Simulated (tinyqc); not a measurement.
Changing the step factor eta: geometry relaxation of a small cluster. Computed by tinyqc, a small Python program. Command: `OMP_NUM_THREADS=1 python tinyqc.py 3026769 3026770 out.jsonl relax sweep`. One thread of a shared host (Intel(R) Xeon(R) Processor @ 2.30GHz), about 0.02 s of CPU time with the checks.

E = sum_(i<j) phi(r_ij), phi(r) = eps [exp(-2 alpha (r - r0)) - 2 exp(-alpha (r - r0))]; the force on i is -sum_j phi'(r_ij) (R_i - R_j)/r_ij.

Inputs (values chosen for the exercise, for model atoms):

| quantity | value | unit |
|---|---|---|
| length r0 | 2.91 | angstrom |
| well depth eps | 0.6 | eV |
| stiffness alpha | 1.73 | 1/angstrom |
| largest number of steps | 500 | - |

Potential: Morse. Method: conjugate gradient.

starting positions (angstrom):
```
           x      y      z
atom 1   0.2  -0.04  -0.23
atom 2  2.83  -0.11  -0.01
atom 3  1.39   2.76   0.16
```

Method:
- Conjugate gradient (Polak-Ribiere): d = F + beta d(old), beta = max(0, F.(F - F(old))/|F(old)|^2), d = F at first; step length from one secant, s = eta (F.d)/(F.d - F(R + eta d).d), replaced by eta if that is not positive; R(new) = R + s d.
- No atom moves more than 0.3 angstrom a step (the whole step is scaled). Stop when the largest force component is below 1e-5 eV/angstrom.
- Hessian at the final positions by central differences of the forces; six eigenvalues vanish (translations and rotations). Steepest descent is stable for eta below 2/lambda_max and contracts the softest mode by 1 - eta lambda_min a step.

One run for each value:

| step factor eta (angstrom^2/eV) | steps | final energy (eV) | largest stable eta (angstrom^2/eV) |
|---|---|---|---|
| 0.022 | 12 | -1.8 | 0.18562 |
| 0.032 | 28 | -1.8 | 0.18562 |
| 0.047 | 47 | -1.8 | 0.18563 |
| 0.068 | 32 | -1.8 | 0.18562 |
| 0.098 | 9 | -1.8 | 0.18562 |
| 0.140 | 8 | -1.8 | 0.18562 |
| 0.210 | 9 | -1.8 | 0.18562 |
| 0.300 | 9 | -1.8 | 0.18562 |
| 0.440 | 10 | -1.8 | 0.18563 |

What does the table show, and why?

Over the rows, steps lies between 8.00 and 47.0 without a single trend. The final energy is the same in every row; the largest stable eta for plain steepest descent is 0.186.

Extremes, crossings and ranges named in words are read from the listed rows.
